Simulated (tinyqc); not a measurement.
Optical gain and spontaneous emission in a bulk direct-gap semiconductor: one step. Occupations and gain at E. Two cases, with inputs chosen for the exercise.

Task: Use mr and alpha from the table.

For band j the electron sits at Ee = (E - Eg) mr/me above its edge and the hole at Eh = (E - Eg) mr/mj; fe = 1/(1 + exp((Ee - Fc)/kT)), fh = 1/(1 + exp((Eh - Fv)/kT)); gain g = sum_j alpha_j (fe + fh - 1).

Case 1.

Values chosen (near those of InP; shifted at random, so the results belong to these values and not to a real crystal): E = 1.379 eV (photon energy); Eg = 1.349 eV (direct gap); me = 0.0819 m0 (electron mass); mhh = 0.6 m0 (heavy-hole mass); mlh = 0.0848 m0 (light-hole mass).

mr, J and alpha of each hole band:

| hole | mr (m0) | J (1/(eV angstrom^3)) | alpha (1/cm) |
|---|---|---|---|
| heavy | 0.0720634 | 2.28254e-05 | 3651.634 |
| light | 0.0416624 | 1.00337e-05 | 1605.210 |

Fc = 0.058623 eV
Fv = -0.046837 eV
kT = 0.02585200 eV

Case 2.

Values chosen (near those of GaAs; shifted at random, so the results belong to these values and not to a real crystal): E = 1.47 eV (photon energy); Eg = 1.408 eV (direct gap); me = 0.0668 m0 (electron mass); mhh = 0.499 m0 (heavy-hole mass); mlh = 0.0845 m0 (light-hole mass).

mr, J and alpha of each hole band:

| hole | mr (m0) | J (1/(eV angstrom^3)) | alpha (1/cm) |
|---|---|---|---|
| heavy | 0.0589134 | 2.42551e-05 | 4464.244 |
| light | 0.0373073 | 1.22229e-05 | 2249.667 |

Fc = 0.082481 eV
Fv = -0.036894 eV
kT = 0.02585200 eV

Give: Energies, occupations and gain of each hole band; total gain.

Result:

Case 1.

Energies, occupations and gain of each hole band:

| hole | Ee (eV) | Eh (eV) | fe | fh | g (1/cm) |
|---|---|---|---|---|---|
| heavy | 0.0264 | 0.0036 | 0.777 | 0.124 | -361 |
| light | 0.0153 | 0.0147 | 0.843 | 0.085 | -117 |

total gain = -478 1/cm

E - Eg = 0.0300 eV is above Fc + Fv = 0.0118 eV, so both bands give loss (Bernard-Duraffourg).

Case 2.

Energies, occupations and gain of each hole band:

| hole | Ee (eV) | Eh (eV) | fe | fh | g (1/cm) |
|---|---|---|---|---|---|
| heavy | 0.0547 | 0.0073 | 0.746 | 0.153 | -452 |
| light | 0.0346 | 0.0274 | 0.864 | 0.077 | -132 |

total gain = -585 1/cm

E - Eg = 0.0620 eV is above Fc + Fv = 0.0456 eV, so both bands give loss (Bernard-Duraffourg).

Computed by tinyqc, one run a case: `OMP_NUM_THREADS=1 python tinyqc.py N N+1 out.jsonl` with N = 1682341, 1682493; one thread of a shared Intel(R) Xeon(R) Processor @ 2.30GHz, about 0.09 s a run at most.
